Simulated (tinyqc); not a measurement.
# CMOS inverter, nodal equation and switching: effects of single changes

An n-channel pull-down (bn, VTn) and a p-channel pull-up (bp, VTp) share the input Vin and the output node Vout, which carries the load C. Transistor (EKV form, voltages against the body): I = 2 n b Vt^2 [F(vp - Vs) - F(vp - Vd)] from drain to source, F(v) = ln^2(1 + exp(v/(2 Vt))), vp = (Vg - VT + sg |Vd - Vs|)/n. n-channel bodies are at 0; for the p-channel device all voltages are counted down from Vdd. b in uA/V^2 gives I in uA. Static: In = Ip. Transient: C dVout/dt = Ip - In. No velocity saturation, no gate capacitance beyond C.

Values chosen for this exercise: temperature T = 400 K; supply voltage Vdd = 1 V; slope factor n = 1.3; drain-induced barrier lowering sg = 0.044; n-channel threshold VTn = 0.29 V; p-channel threshold (magnitude) VTp = 0.28 V; gain factor of the pull-down transistor bn = 160 uA/V^2; gain factor of the pull-up transistor bp = 80 uA/V^2; load capacitance C = 0.41 fF.

Constants: q = 1.602176634e-19 C, kB = 1.380649e-23 J/K, Vt = kB T/q. Results are converted to the units shown.

Each table varies one quantity; the others keep the values above.

## Energy per operation against supply voltage

For a step input the delay to Vdd/2 is tHL = C times the integral of dV/(In - Ip) from Vdd/2 to Vdd at Vin = Vdd, and tLH likewise with Ip - In from 0 to Vdd/2 at Vin = 0. A chain of 100 such gates sets the cycle time tc = 100 (tHL + tLH)/2; per gate and cycle the switching energy is 0.1 C Vdd^2 and the leakage energy Vdd Ileak tc, Ileak the mean supply current at Vin = 0 and Vdd.

Energy per operation against supply voltage:
```
Vdd (V)  tc (ns)  switching (aJ)  leakage (aJ)  total (aJ)
0.15       224.0          0.9225         22.77       23.69
0.2        103.6           1.640         14.92       16.56
0.25       50.17           2.562         9.501       12.06
0.3        26.03           3.690         6.211       9.901
0.35       14.71           5.022         4.297       9.320
0.4        9.085           6.560         3.183       9.743
0.5        4.369           10.25         2.105       12.36
0.6        2.623           14.76         1.669       16.43
0.8        1.358           26.24         1.395       27.63
1         0.8919           41.00         1.385       42.39
```

The total energy goes from 23.7 through a minimum of 9.32 (at Vdd = 0.35 V among the rows listed) to 42.4 aJ, while the cycle time falls from 224 to 0.892 ns. Leakage makes up 96 % of the total in the first row and 3.3 % in the last. Below threshold the cycle lengthens exponentially and leakage flows for all of it, hence the minimum. For Vdd = 0.8 to 1 V the overdrive passes 0.5 V, where velocity saturation, left out here, would lengthen the delays of short devices. For Vdd = 0.15 to 0.25 V the supply is below a threshold, where mismatch, left out here, dominates margins and delay.

## Effect of the supply voltage

Same model as above.

VM solves In = Ip with Vin = Vout; VIL and VIH are the inputs of gain -1, NML = VIL - Vout(VIH), NMH = Vout(VIL) - VIH.

Effect of the supply voltage:
```
Vdd (V)   VM (V)  gain at VM  NML (V)  NMH (V)  tHL (ps)  tLH (ps)
0.2      0.08979      -7.340  0.04434  0.06734     774.6      1298
0.3       0.1385      -14.76  0.08943   0.1139     191.1     329.5
0.4       0.1872      -19.65   0.1329   0.1598     65.03     116.7
0.5       0.2353      -21.62   0.1740   0.2048     30.65     56.73
0.6       0.2826      -22.30   0.2117   0.2485     18.17     34.30
0.8       0.3741      -22.64   0.2749   0.3327     9.274     17.88
1         0.4618      -22.70   0.3224   0.4143     6.051     11.79
1.2       0.5469      -22.72   0.3588   0.4955     4.450     8.719
```

As Vdd goes from 0.2 to 1.2 V, VM rises from 0.0898 to 0.547 V, the size of the gain rises from 7.34 to 22.7, tHL falls from 775 to 4.45 ps and tLH falls from 1300 to 8.72 ps. The smaller margin is largest, 0.359 V, at Vdd = 1.2 V among the rows. For Vdd = 0.8 to 1.2 V the overdrive passes 0.5 V, where velocity saturation, left out here, would lengthen the delays of short devices. At Vdd = 0.2 V the supply is below a threshold, where mismatch, left out here, dominates margins and delay.

## Effect of the gain factor of the pull-up transistor

Same model as above.

Results:
```
bp (uA/V^2)  VM (V)  gain at VM  NML (V)  NMH (V)  tHL (ps)  tLH (ps)
32           0.4068      -22.68   0.2627   0.4822     6.051     29.47
75           0.4578      -22.70   0.3179   0.4192     6.051     12.57
120          0.4869      -22.70   0.3512   0.3838     6.051     7.858
180          0.5121      -22.70   0.3810   0.3536     6.051     5.238
270          0.5373      -22.70   0.4115   0.3243     6.051     3.492
420          0.5644      -22.69   0.4448   0.2938     6.051     2.245
640          0.5897      -22.67   0.4760   0.2665     6.052     1.473
```

Estimate the missing row, bp = 49 uA/V^2.

Computed row:
```
bp (uA/V^2)  VM (V)  gain at VM  NML (V)  NMH (V)  tHL (ps)  tLH (ps)
49           0.4320      -22.69   0.2894   0.4511     6.051     19.24
```

With this row back in the table: As bp goes from 32 to 640 uA/V^2, VM rises from 0.407 to 0.590 V, the size of the gain stays near 22.7, tHL stays near 6.05 ps and tLH falls from 29.5 to 1.47 ps. The smaller margin is largest, 0.354 V, at bp = 180 uA/V^2 among the rows. A stronger pull-up raises VM and trades low-side against high-side margin. In every row the overdrive passes 0.5 V, where velocity saturation, left out here, would lengthen the delays of short devices.

Numbers from tinyqc (`OMP_NUM_THREADS=1 python tinyqc.py 2340004 2340005 out.jsonl`; about 0.03 s on one thread of a shared Intel Xeon 2.30GHz).
